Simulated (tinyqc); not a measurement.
# An infinitely deep well in a field (quantum-confined Stark shift), Airy functions: two studies

Hard walls at x = -L/2 and +L/2; between them U(x) = -F x (eV, zero at the centre). C = hbar^2/(2 m0), e = (C F^2/m1)^(1/3), z1 = (F L/2 - E)/e at the left wall and z2 = (-F L/2 - E)/e at the right wall. Levels are the roots of D(E) = Ai(z1) Bi(z2) - Ai(z2) Bi(z1).

Parameters, values chosen for the exercise:

| symbol | value | unit | meaning |
|---|---|---|---|
| m1 | 0.086 | m0 | mass |
| L | 5.6 | nm | well width |
| F | 0.11 | V/nm | field |

Constants: q = 1.602176634e-19 C, hbar = 1.054571817e-34 J s, m0 = 9.1093837015e-31 kg, hbar^2/(2 m0) = 0.0380998212 eV nm^2. Results are converted to the units shown.

Each table varies one quantity; the others keep the values above.

## The Stark shift against field

Exact shifts E_n(F) - E_n(0) from the roots of D; <x> = -dE_1/dF. E_n(0) = C (n pi/L)^2/m1; second-order shift m1 F^2 L^4 (1 - 15/(pi n)^2)/(48 C pi^2 n^2).

The Stark shift against field:
```
F (V/nm),F L/E_1(0),shift of level 1 (meV),"second order, 1 (meV)",shift of level 2 (meV),"second order, 2 (meV)",<x> of level 1 (nm)
0.016,0.6426,-0.6231,-0.6236,0.1855,0.1859,0.07782
0.022,0.8836,-1.177,-1.179,0.3498,0.3516,0.1068
0.029,1.165,-2.043,-2.048,0.6056,0.6109,0.1405
0.04,1.607,-3.878,-3.897,1.143,1.162,0.1929
0.054,2.169,-7.038,-7.103,2.056,2.118,0.2583
0.074,2.972,-13.12,-13.34,3.762,3.978,0.3487
0.1,4.016,-23.64,-24.36,6.569,7.264,0.4593
0.14,5.623,-45.14,-47.74,11.74,14.24,0.6124
0.19,7.631,-79.93,-87.93,18.57,26.22,0.7736
0.25,10.04,-131.2,-152.2,25.45,45.40,0.9282
```

The shift of level 1 falls from -0.623 to -131 meV, as F^(2.00) between the first two rows and F^(1.81) between the last two (second order: power 2). Second order is 0.081 % above it in size in the first row and 16 % above it in the last. The shift of level 2 rises from 0.185 to 25.5 meV.

## The Stark shift against well width

Same model as above.

The Stark shift against well width:
```
L (nm),F L/E_1(0),shift of level 1 (meV),"second order, 1 (meV)",shift of level 2 (meV),"second order, 2 (meV)",<x> of level 1 (nm)
2.7,0.4952,-1.592,-1.593,0.4742,0.4749,0.02893
3.3,0.9041,-3.548,-3.554,1.054,1.060,0.06441
3.8,1.380,-6.226,-6.249,1.841,1.863,0.1128
4.4,2.143,-11.13,-11.23,3.253,3.350,0.2006
5,3.145,-18.38,-18.73,5.248,5.586,0.3281
5.6,4.418,-28.43,-29.47,7.787,8.789,0.4996
6.2,5.996,-41.59,-44.28,10.62,13.21,0.7138
6.8,7.910,-57.90,-64.08,13.21,19.11,0.9635
```

What does the comparison show?

The shift of level 1 falls from -1.59 to -57.9 meV, as L^(3.99) between the first two rows and L^(3.58) between the last two (second order: power 4). Second order is 0.048 % above it in size in the first row and 11 % above it in the last. The shift of level 2 rises from 0.474 to 13.2 meV.

tinyqc, about 0.03 s, one thread, Intel Xeon 2.30GHz (shared host): `OMP_NUM_THREADS=1 python tinyqc.py 2580114 2580115 out.jsonl`
